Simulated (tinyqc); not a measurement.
Valley-orbit splitting of a donor ground state, with strain: one step, computed by the program tinyqc. Command: `OMP_NUM_THREADS=1 python tinyqc.py 3001605 3001606 out.jsonl valleyorbit walk`. One thread of a shared host (Intel(R) Xeon(R) Processor @ 2.30GHz), about 0.01 s of CPU time with the checks.

The basis is the 1s envelope in each valley; energies are counted from the unstrained conduction-band edge. The strain is e_s (a a^T - 1/3) for the unit stress axis a, so valley j along n_j moves by Xi_u e_s w_j with w_j = (n_j.a)^2 - 1/3: +2/3 for [111], -2/9 for the others.

Problem. Levels and ground state under strain. Diagonalise H; the ground vector has positive components. The density at the nucleus, and so the contact hyperfine coupling, scales as (sum_j c_j)^2/(number of valleys), which is 1 without strain; the envelopes are held fixed.

Valleys: four along <111>. Stress axis: [111].

H (meV), rows [111], [1-1-1], [-11-1], [-1-11]:
$$\begin{pmatrix}
-8.72133 & -0.22000 & -0.22000 & -0.22000 \\
-0.22000 & -11.03956 & -0.22000 & -0.22000 \\
-0.22000 & -0.22000 & -11.03956 & -0.22000 \\
-0.22000 & -0.22000 & -0.22000 & -11.03956
\end{pmatrix}$$

Give: levels; valley amplitudes of the ground state; hyperfine ratio A/A_0.

Solution.

levels (meV): [-11.53, -10.82, -10.82, -8.67]

valley amplitudes of the ground state: [111] 0.1344, [1-1-1] 0.5721, [-11-1] 0.5721, [-1-11] 0.5721

hyperfine ratio A/A_0 = 0.8563
